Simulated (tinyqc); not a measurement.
Rigid-ion and shell models of the dielectric response of an ionic crystal: one step, computed by the program tinyqc.

Charges +Z and -Z; 4 nearest neighbours, Madelung constant M = 1.638055, volume per ion pair Omega = 3.079201 d^3. Energy per pair U = -M Z^2 e2/d + 4 A exp(-d/rho), e2 = e^2/(4 pi eps_0). In the shell model the anion is a core of charge Y - Z and a massless shell of charge -Y, joined by the spring k; the repulsion acts on the shell. Each ion feels the Lorentz field E + (4 pi/3) P (Gaussian units).

Task: Equilibrium, bulk modulus and repulsive spring. Zero pressure fixes 4 A exp(-d/rho) = M Z^2 e2 rho/d^2. Then U = -(M Z^2 e2/d)(1 - rho/d), B = M Z^2 e2 (d/rho - 2)/(9 Omega d), and the spring of one sublattice against the other is R = (1/3) x (Laplacian of the repulsion summed over neighbours) = M Z^2 e2 (d/rho - 2)/(3 d^3), so R = 3 B Omega/d^2.

Inputs (values chosen for the exercise, for a model crystal): nearest-neighbour distance d = 2.2 angstrom; ionic charge Z = 2 e; hardness d/rho = 7.89.

Structure: zinc blende.

Constants: e^2/(4 pi eps_0) = 14.39964548 eV angstrom; 1 eV/angstrom^3 = 160.2176634 GPa.

Give: volume Omega; lattice energy U; bulk modulus B; repulsive spring R.

Result:

volume Omega = 32.79 angstrom^3

lattice energy U = -37.45 eV/pair

bulk modulus B = 137.1 GPa

repulsive spring R = 17.40 eV/angstrom^2
